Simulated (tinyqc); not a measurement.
Wafer bonding and layer transfer: bond energy, gap closing, particles, bonding of dissimilar wafers and hydrogen blisters. Changing the particle radius h. Computed by tinyqc, a small Python program. Command: `OMP_NUM_THREADS=1 python tinyqc.py 3014012 3014013 out.jsonl bond sweep`. One thread of a shared host (Intel(R) Xeon(R) Processor @ 2.30GHz), about 0.01 s of CPU time with the checks.

gamma is the energy per area of each of the two surfaces; plates are isotropic, and both wafers have E1 and t1.

Inputs (values chosen for the exercise, for model wafers):
```
quantity             value        unit
Young's modulus E1     164         GPa
Poisson ratio nu      0.28           -
thickness t1           300  micrometre
blade thickness t_b    230  micrometre
crack length L          11          mm
```

Pair: two equal wafers.

Method. Two cantilevers opened by t_b: gamma = 3 t_b^2 E1 t1^3 E2 t2^3/(16 L^4 (E1 t1^3 + E2 t2^3)). E' = E1/(1 - nu^2), equal wafers assumed. Void radius in the plate regime: R_v = [(2/3) E' t1^3/gamma]^(1/4) h^(1/2). Below h_crit = 5 sqrt(t1 gamma/E') the wafers deform locally and R_v is of the order of h (taken as h).

One run for each value:
```
particle radius h (micrometre)  void radius (micrometre)  critical particle radius (micrometre)
0.01                                          1.0000e-02                                0.25143
0.024                                         2.4000e-02                                0.25143
0.056                                         5.6000e-02                                0.25143
0.13                                          1.3000e-01                                0.25143
0.32                                          6.8384e+02                                0.25143
0.75                                          1.0469e+03                                0.25143
1.8                                           1.6219e+03                                0.25143
4.2                                           2.4774e+03                                0.25143
10                                            3.8228e+03                                0.25143
```

What does the table show, and why?

At the high end the exponent of void radius is 0.50, close to 0.50: plate bending. The void radius jumps by orders of magnitude at the critical particle size, where bending of the whole wafer takes over.
